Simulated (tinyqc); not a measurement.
Order against temperature: mean-field antiferromagnet of the Hubbard model on the square lattice.

e(k) = -2 t (cx + cy) - 4 t2 cx cy, ci = cos ki; one electron a site; Q = (pi, pi). <n_up - n_dn> = m cos(Q.R) gives Delta = U m/2 and bands E = e+ -/+ sqrt(e-^2 + Delta^2), e+- = (e(k) +- e(k + Q))/2 (the constant U/2 is dropped). Means run over the mesh k_i = 2 pi (j + 1/2)/N of the whole zone: mu from mean(f(E-) + f(E+)) = 1; m(out) = mean of Delta (f(E-) - f(E+))/sqrt(e-^2 + Delta^2); free energy per site F = -kT mean[ln(1 + exp(-(E- - mu)/kT)) + ln(1 + exp(-(E+ - mu)/kT))] + mu + U m^2/4. Order at T > 0 in two dimensions is an artefact of mean field.

Constants: kB = 8.617333262e-05 eV/K.

Inputs chosen for the exercise:
- t = 0.59 eV (nearest hopping)
- t2 = -0.09 eV (second hopping)
- U = 7.02 eV (on-site repulsion)

Mesh N = 48, start m = 0.9, at most 400 steps; Delta(50 K) = 3.3257 eV.

Results:
```
T (K)  kT/Delta(50 K)      m  Delta (eV)
1930            0.050  0.947      3.3257
5790            0.150  0.945      3.3183
9650            0.250  0.911      3.1967
13510           0.350  0.796      2.7933
16210           0.420  0.634      2.2258
18520           0.480  0.373      1.3107
20840           0.540  0.000      0.0000
23160           0.600  0.000      0.0000
27020           0.700  0.000      0.0000
```

What does the comparison show, and why?

The moment is below 0.02 from 20840 K on (kT/Delta = 0.54); close to the transition 400 steps may not suffice, so a small m in the row before can be unconverged. Weak-coupling theory puts the transition at 0.567 and the atomic limit at 0.5. At U/t = 11.9 this scale marks the loss of local moments, while order between them is lost on the scale J = 4 t^2/U = 2302 K. In two dimensions fluctuations forbid long-range order at any finite T, which mean field misses.

Program tinyqc; command `OMP_NUM_THREADS=1 python tinyqc.py 1681624 1681625 out.jsonl`; about 0.1 s on one thread of a shared Intel(R) Xeon(R) Processor @ 2.30GHz.
